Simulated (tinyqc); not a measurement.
Deep-level transient spectroscopy: two steps of the calculation.

Schottky contact on an n-type layer with shallow donors Nd (all ionised) and a donor-like deep trap, neutral when filled and positive when empty; depletion approximation. Traps within lam of the depletion edge stay filled. A long pulse to Vp fills the traps beyond x1 = Wp - lam; back at Vr those between x1 and x2 = Wr - lam emit. A rate window reads S = C(t2) - C(t1).

Inputs (values chosen for the exercise); material values close to those of gallium arsenide:
```
symbol    value   unit                                      meaning
eps_r      12.7                               relative permittivity
Nc      4.42e17  cm^-3   conduction-band density of states at 300 K
vth       4.6e7   cm/s                    thermal velocity at 300 K
Nd       2.2e16  cm^-3                        shallow donor density
Et         0.22     eV  depth of the trap below the conduction edge
sn      7.1e-15   cm^2                        capture cross-section
Nt       5.1e14  cm^-3                                 trap density
t1          0.5     ms                          first sampling time
t2            5     ms                         second sampling time
```

Constants: q = 1.602176634e-19 C, kB = 1.380649e-23 J/K, eps0 = 8.8541878128e-14 F/cm where lengths are in cm. Results are converted to the units shown.

Question 1. The transient. W(t)^2 = Wr^2 + (Nt/Nd)(x2^2 - x1^2) exp(-en t), C = eps0 eps_r/W; for small Nt, dC/C = -(Nt/2 Nd) G exp(-en t) with G = (x2^2 - x1^2)/Wr^2. S = C(t2) - C(t1).

t, sample 0 to 6 (ms): 0  0.25  0.5  2.75  5  10  25
en = 870.39291 1/s
Wr = 765.52209 nm
G = (x2^2 - x1^2)/Wr^2 = 0.67439438

Give: C; C - C(final); S.

Answer 1.

```
sample  C (nF/cm^2)  C - C(final) (pF/cm^2)
0             14.58                  -113.5
1             14.60                   -91.5
2             14.62                   -73.7
3             14.68                   -10.5
4             14.69                    -1.5
5             14.69                     0.0
6             14.69                     0.0
```

S = 72.27 pF/cm^2

Question 2. Peak temperature. Fixed-point step for en(T) = ew: T(new) = (Et q/kB)/ln(sn g T^2/ew), g = vth Nc/(300 K)^2.

ew = 511.68558 1/s
T at the start = 300 K

Wanted: T after step 1.

Answer 2.

T after step 1 = 131.21 K

Program tinyqc, `OMP_NUM_THREADS=1 python tinyqc.py 2050106 2050107 out.jsonl`; Intel Xeon 2.30GHz, shared host, one thread, about 0.01 s.
